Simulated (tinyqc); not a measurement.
# Short-channel transistor, virtual-source model with series resistance: effect of the threshold at zero drain voltage on the on and off currents

The current per gate width is the charge at the top of the source barrier (the virtual source) times its velocity times a saturation function; al and be are fitting constants of the model. Units: I in uA/um, Rs in ohm um, so I Rs = 1e-6 I Rs in volts; Q in uC/cm^2, so I = 1e-4 Q vx0 Fsat with vx0 in cm/s.

Intrinsic voltages Vg' = Vgs - I Rs, Vd' = Vds - 2 I Rs. n = n0 + nd Vd', VT = VT0 - dl Vd', Ff = 1/(1 + exp((Vg' - VT + al Vt/2)/(al Vt))), Q = Cinv n Vt ln(1 + exp((Vg' - VT + al Vt Ff)/(n Vt))), Vdsat = (vx0 L/mu)(1 - Ff) + Vt Ff, Fsat = u/(1 + u^be)^(1/be) with u = Vd'/Vdsat, and I = Q vx0 Fsat per width. I is solved self-consistently. Ion is I at Vgs = Vds = 1 V, Ioff at Vgs = 0, Vds = 1 V, and Rlin = Vds/I at Vgs = 1 V, Vds = 0.05 V.

Values chosen for this exercise:
- T = 293 K (temperature)
- Cinv = 1.72 uF/cm^2 (inversion capacitance)
- vx0 = 1.97e7 cm/s (velocity at the virtual source)
- mu = 290 cm^2/(V s) (apparent mobility)
- L = 16 nm (channel length)
- dl = 0.09 V/V (drain-induced barrier lowering)
- n0 = 1.24 (subthreshold factor)
- nd = 0 1/V (growth of n with drain voltage)
- al = 3.5 (threshold shift (in units of Vt) from weak to strong inversion)
- be = 1.8 (sharpness of saturation)
- Rs = 120 ohm um (series resistance of each contact)

Constants: q = 1.602176634e-19 C, kB = 1.380649e-23 J/K, Vt = kB T/q. Results are converted to the units shown.

Result of one run:
```
VT0 (V)	Ion (uA/um)	Ioff (nA/um)	log10(Ion/Ioff)	Rlin (ohm um)
0.3	1776	1477	3.080	287.4
```

What becomes of these results when the threshold at zero drain voltage VT0 is changed from 0.3 to 0.4 V, all else the same?

Result of the changed run:
```
VT0 (V)	Ion (uA/um)	Ioff (nA/um)	log10(Ion/Ioff)	Rlin (ohm um)
0.4	1556	78.15	4.299	295.6
```

The whole series:
```
VT0 (V)	Ion (uA/um)	Ioff (nA/um)	log10(Ion/Ioff)	Rlin (ohm um)
0.15	2102	4.838e4	1.638	278.8
0.2	1994	1.834e4	2.036	281.3
0.25	1886	5624	2.525	284.2
0.3	1776	1477	3.080	287.4
0.35	1666	350.7	3.677	291.2
0.4	1556	78.15	4.299	295.6
0.45	1445	16.74	4.936	300.8
0.5	1334	3.504	5.581	307.1
```

As VT0 goes from 0.15 to 0.5 V, Ion falls from 2100 to 1330 uA/um, Ioff falls from 48400 to 3.50 nA/um and Rlin rises from 279 to 307 ohm um. Ion changes by a factor of 0.635 and Ioff by 7.24e-5. The off current depends on it through an exponential, the on current about linearly. For VT0 = 0.15 to 0.3 V the off current passes 1 uA/um, so the device is hardly off at Vgs = 0.

tinyqc, about 0.02 s, one thread, Intel Xeon 2.30GHz (shared host): `OMP_NUM_THREADS=1 python tinyqc.py 2380165 2380166 out.jsonl`
